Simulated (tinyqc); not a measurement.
Inside a calculation. Method: UKS/BP86 in the 3-21g basis, for H3, spin multiplicity 2. One step of it, computed by the program tinyqc.

Problem. Iteration 2: building the Kohn-Sham matrix. J_ij = sum D_kl (ij|kl) with D = D(alpha) + D(beta); F = H + J + V_xc; E = tr D H + tr D J / 2 + E_xc + E_nn.

D(alpha) after iteration 1:
```
           1H 1s      1H 2s      2H 1s      2H 2s     3H 1s      3H 2s
1H 1s   0.112037   0.285921  -0.000197  -0.107656  0.022480   0.014367
1H 2s   0.285921   0.834752  -0.129075  -0.542060  0.041282   0.036424
2H 1s  -0.000197  -0.129075   0.157326   0.327289  0.019647   0.000271
2H 2s  -0.107656  -0.542060   0.327289   0.783531  0.019329  -0.013189
3H 1s   0.022480   0.041282   0.019647   0.019329  0.006974   0.002920
3H 2s   0.014367   0.036424   0.000271  -0.013189  0.002920   0.001843
```

D(beta) after iteration 1:
```
          1H 1s     1H 2s     2H 1s     2H 2s     3H 1s     3H 2s
1H 1s  0.028272  0.047073  0.045286  0.081722  0.013239  0.007602
1H 2s  0.047073  0.078377  0.075402  0.136068  0.022043  0.012657
2H 1s  0.045286  0.075402  0.072540  0.130903  0.021206  0.012177
2H 2s  0.081722  0.136068  0.130903  0.236223  0.038268  0.021974
3H 1s  0.013239  0.022043  0.021206  0.038268  0.006199  0.003560
3H 2s  0.007602  0.012657  0.012177  0.021974  0.003560  0.002044
```

core Hamiltonian H = T + V (hartree):
```
           1H 1s      1H 2s      2H 1s      2H 2s      3H 1s      3H 2s
1H 1s  -1.004201  -1.027017  -0.231810  -0.512056  -0.231814  -0.512060
1H 2s  -1.027017  -1.207787  -0.512021  -0.840600  -0.512025  -0.840603
2H 1s  -0.231810  -0.512021  -1.004037  -1.026912  -0.231458  -0.511716
2H 2s  -0.512056  -0.840600  -1.026912  -1.207662  -0.511716  -0.840288
3H 1s  -0.231814  -0.512025  -0.231458  -0.511716  -1.004039  -1.026913
3H 2s  -0.512060  -0.840603  -0.511716  -0.840288  -1.026913  -1.207664
```

Two-electron integrals (ij|kl) in chemists' order, unique and non-zero (hartree):
```
(11|11) 1.140145   (21|11) 0.611403   (21|21) 0.345152   (22|11) 0.626370
(22|21) 0.380329   (22|22) 0.482957   (31|11) 0.058535   (31|21) 0.035007
(31|22) 0.042297   (31|31) 0.006274   (32|11) 0.133234   (32|21) 0.084183
(32|22) 0.116525   (32|31) 0.016876   (32|32) 0.059808   (33|11) 0.415766
(33|21) 0.267339   (33|22) 0.391481   (33|31) 0.058535   (33|32) 0.244753
(33|33) 1.140145   (41|11) 0.244753   (41|21) 0.139526   (41|22) 0.156299
(41|31) 0.016876   (41|32) 0.041413   (41|33) 0.133234   (41|41) 0.059808
(42|11) 0.321066   (42|21) 0.197976   (42|22) 0.261519   (42|31) 0.028541
(42|32) 0.088609   (42|33) 0.321066   (42|41) 0.088609   (42|42) 0.167858
(43|11) 0.267339   (43|21) 0.171178   (43|22) 0.248305   (43|31) 0.035007
(43|32) 0.139526   (43|33) 0.611403   (43|41) 0.084183   (43|42) 0.197976
(43|43) 0.345152   (44|11) 0.391481   (44|21) 0.248305   (44|22) 0.355563
(44|31) 0.042297   (44|32) 0.156299   (44|33) 0.626370   (44|41) 0.116525
(44|42) 0.261519   (44|43) 0.380329   (44|44) 0.482957   (51|11) 0.058536
(51|21) 0.035008   (51|22) 0.042298   (51|31) 0.004477   (51|32) 0.011580
(51|33) 0.037355   (51|41) 0.015413   (51|42) 0.024910   (51|43) 0.023827
(51|44) 0.033610   (51|51) 0.006274   (52|11) 0.133235   (52|21) 0.084184
(52|22) 0.116526   (52|31) 0.011580   (52|32) 0.035128   (52|33) 0.120139
(52|41) 0.037624   (52|42) 0.073342   (52|43) 0.076574   (52|44) 0.109088
(52|51) 0.016877   (52|52) 0.059809   (53|11) 0.037297   (53|21) 0.023790
(53|22) 0.033553   (53|31) 0.004469   (53|32) 0.015383   (53|33) 0.058410
(53|41) 0.011562   (53|42) 0.024865   (53|43) 0.034934   (53|44) 0.042213
(53|51) 0.004469   (53|52) 0.015383   (53|53) 0.006250   (54|11) 0.120105
(54|21) 0.076551   (54|22) 0.109043   (54|31) 0.011573   (54|32) 0.037591
(54|33) 0.133099   (54|41) 0.035115   (54|42) 0.073295   (54|43) 0.084100
(54|44) 0.116422   (54|51) 0.015405   (54|52) 0.058049   (54|53) 0.016831
(54|54) 0.059727   (55|11) 0.415768   (55|21) 0.267341   (55|22) 0.391483
(55|31) 0.037354   (55|32) 0.120138   (55|33) 0.415607   (55|41) 0.120171
(55|42) 0.254234   (55|43) 0.267241   (55|44) 0.391370   (55|51) 0.058536
(55|52) 0.244755   (55|53) 0.058410   (55|54) 0.244579   (55|55) 1.140145
(61|11) 0.244755   (61|21) 0.139527   (61|22) 0.156301   (61|31) 0.015413
(61|32) 0.037624   (61|33) 0.120171   (61|41) 0.058087   (61|42) 0.084913
(61|43) 0.076593   (61|44) 0.109108   (61|51) 0.016877   (61|52) 0.041414
(61|53) 0.011562   (61|54) 0.037603   (61|55) 0.133235   (61|61) 0.059809
(62|11) 0.321068   (62|21) 0.197978   (62|22) 0.261520   (62|31) 0.024910
(62|32) 0.073342   (62|33) 0.254234   (62|41) 0.084913   (62|42) 0.154168
(62|43) 0.160139   (62|44) 0.224448   (62|51) 0.028542   (62|52) 0.088610
(62|53) 0.024865   (62|54) 0.084860   (62|55) 0.321068   (62|61) 0.088610
(62|62) 0.167860   (63|11) 0.120105   (63|21) 0.076550   (63|22) 0.109043
(63|31) 0.015404   (63|32) 0.058049   (63|33) 0.244579   (63|41) 0.037603
(63|42) 0.084860   (63|43) 0.139428   (63|44) 0.156191   (63|51) 0.011573
(63|52) 0.037591   (63|53) 0.016831   (63|54) 0.041348   (63|55) 0.133099
(63|61) 0.035115   (63|62) 0.073295   (63|63) 0.059727   (64|11) 0.254190
(64|21) 0.160108   (64|22) 0.224392   (64|31) 0.024902   (64|32) 0.084875
(64|33) 0.320901   (64|41) 0.073325   (64|42) 0.154114   (64|43) 0.197877
(64|44) 0.261395   (64|51) 0.024902   (64|52) 0.084876   (64|53) 0.028475
(64|54) 0.088509   (64|55) 0.320901   (64|61) 0.073326   (64|62) 0.154115
(64|63) 0.088509   (64|64) 0.167721   (65|11) 0.267341   (65|21) 0.171179
(65|22) 0.248306   (65|31) 0.023826   (65|32) 0.076573   (65|33) 0.267241
(65|41) 0.076593   (65|42) 0.160139   (65|43) 0.171118   (65|44) 0.248239
(65|51) 0.035008   (65|52) 0.139527   (65|53) 0.034934   (65|54) 0.139428
(65|55) 0.611403   (65|61) 0.084184   (65|62) 0.197978   (65|63) 0.084100
(65|64) 0.197877   (65|65) 0.345152   (66|11) 0.391483   (66|21) 0.248306
(66|22) 0.355564   (66|31) 0.033609   (66|32) 0.109087   (66|33) 0.391370
(66|41) 0.109107   (66|42) 0.224447   (66|43) 0.248239   (66|44) 0.355490
(66|51) 0.042298   (66|52) 0.156301   (66|53) 0.042213   (66|54) 0.156191
(66|55) 0.626370   (66|61) 0.116526   (66|62) 0.261520   (66|63) 0.116422
(66|64) 0.261395   (66|65) 0.380329   (66|66) 0.482957
```

nuclear repulsion = 1.24888158 hartree

V_xc(alpha) (hartree):
```
           1H 1s      1H 2s      2H 1s      2H 2s      3H 1s      3H 2s
1H 1s  -0.582950  -0.321328  -0.037842  -0.131368  -0.033457  -0.130767
1H 2s  -0.321328  -0.349317  -0.135111  -0.213544  -0.089516  -0.192741
2H 1s  -0.037842  -0.135111  -0.610574  -0.332555  -0.033549  -0.134331
2H 2s  -0.131368  -0.213544  -0.332555  -0.353537  -0.088869  -0.192838
3H 1s  -0.033457  -0.089516  -0.033549  -0.088869  -0.324991  -0.189041
3H 2s  -0.130767  -0.192741  -0.134331  -0.192838  -0.189041  -0.242744
```

V_xc(beta) (hartree):
```
           1H 1s      1H 2s      2H 1s      2H 2s      3H 1s      3H 2s
1H 1s  -0.468827  -0.261355  -0.036800  -0.113605  -0.030460  -0.109831
1H 2s  -0.261355  -0.294008  -0.126530  -0.196388  -0.088105  -0.173238
2H 1s  -0.036800  -0.126530  -0.547022  -0.301159  -0.033066  -0.124302
2H 2s  -0.113605  -0.196388  -0.301159  -0.323664  -0.089777  -0.181629
3H 1s  -0.030460  -0.088105  -0.033066  -0.089777  -0.333078  -0.191372
3H 2s  -0.109831  -0.173238  -0.124302  -0.181629  -0.191372  -0.232706
```

E_xc = sum of w rho eps_xc = -0.97740174 hartree

Give: Coulomb J; F(alpha); F(beta); total energy of this density.

Solution.

Coulomb J (hartree):
```
       1H 1s  1H 2s  2H 1s  2H 2s  3H 1s  3H 2s
1H 1s  1.695  1.022  0.142  0.446  0.123  0.433
1H 2s  1.022  1.315  0.471  0.841  0.361  0.772
2H 1s  0.142  0.471  1.857  1.103  0.128  0.462
2H 2s  0.446  0.841  1.103  1.377  0.364  0.789
3H 1s  0.123  0.361  0.128  0.364  1.251  0.791
3H 2s  0.433  0.772  0.462  0.789  0.791  1.126
```

F(alpha) (hartree):
```
        1H 1s   1H 2s   2H 1s   2H 2s   3H 1s   3H 2s
1H 1s   0.107  -0.327  -0.128  -0.198  -0.142  -0.210
1H 2s  -0.327  -0.242  -0.176  -0.213  -0.240  -0.261
2H 1s  -0.128  -0.176   0.242  -0.257  -0.137  -0.184
2H 2s  -0.198  -0.213  -0.257  -0.184  -0.236  -0.244
3H 1s  -0.142  -0.240  -0.137  -0.236  -0.078  -0.425
3H 2s  -0.210  -0.261  -0.184  -0.244  -0.425  -0.324
```

F(beta) (hartree):
```
        1H 1s   1H 2s   2H 1s   2H 2s   3H 1s   3H 2s
1H 1s   0.222  -0.267  -0.127  -0.180  -0.139  -0.189
1H 2s  -0.267  -0.187  -0.167  -0.196  -0.239  -0.242
2H 1s  -0.127  -0.167   0.306  -0.225  -0.136  -0.174
2H 2s  -0.180  -0.196  -0.225  -0.155  -0.237  -0.233
3H 1s  -0.139  -0.239  -0.136  -0.237  -0.086  -0.427
3H 2s  -0.189  -0.242  -0.174  -0.233  -0.427  -0.314
```

total energy of this density = -1.40220 hartree
